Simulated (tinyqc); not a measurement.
Minority carriers and saturation current of a heavily doped emitter: effect of temperature on the narrowing factor.

n-type, parabolic bands, full ionisation. eta = (EF - Ec)/kB T solves N = Nc F12(eta), F12(x) = (2/sqrt(pi)) int_0^infinity sqrt(u)/(1 + exp(u - x)) du. The gap shrinks rigidly by dEg = E1 [ln(N/N0) + sqrt(ln^2(N/N0) + 0.5)], an empirical law that is here taken as the true narrowing.

Nc is given at 400 K and scales as T^1.5; dEg is held. The factor nie^2/ni^2 = exp(dEg/kB T) g, g = F12(eta) exp(-eta), divides the current gain of a transistor with this emitter.

Inputs (values chosen for the exercise); band and dielectric values close to those of silicon:
```
symbol    value   unit                                     meaning
Nc      4.31e19  cm^-3  conduction-band density of states at 400 K
N        2.4e20  cm^-3                       ionised donor density
E1          6.8    meV                 energy of the narrowing law
N0       1.8e17  cm^-3                density of the narrowing law
```

Constants: q = 1.602176634e-19 C, kB = 1.380649e-23 J/K, Vt = kB T/q. Results are converted to the units shown.

Results:
```
T (K)    eta         g  nie^2/ni^2  its logarithm
150    10.05  0.001051       2.077         0.7311
200    7.485  0.008844       2.621         0.9636
250    5.935   0.02981       2.831          1.040
300    4.890   0.06450       2.867          1.053
400    3.554    0.1593       2.742          1.009
450    3.096    0.2111       2.649         0.9743
```

Estimate the missing row, T = 350 K.

Computed row:
```
T (K)    eta       g  nie^2/ni^2  its logarithm
350    4.132  0.1092       2.822          1.038
```

With this row back in the table: The factor goes from 2.08 through a maximum of 2.87 (at T = 300 K among the rows listed) to 2.65. Its slope against q/kB T is -12.0 meV between the first two rows and 10.7 meV between the last two, against dEg = 98.1 meV: degeneracy takes back part of the narrowing.

Range of the model: Band tails, non-parabolic bands and incomplete ionisation are left out.

Computed by the program tinyqc: `OMP_NUM_THREADS=1 python tinyqc.py 2330165 2330166 out.jsonl`, one thread of a shared Intel Xeon 2.30GHz, about 0.01 s for the whole run.
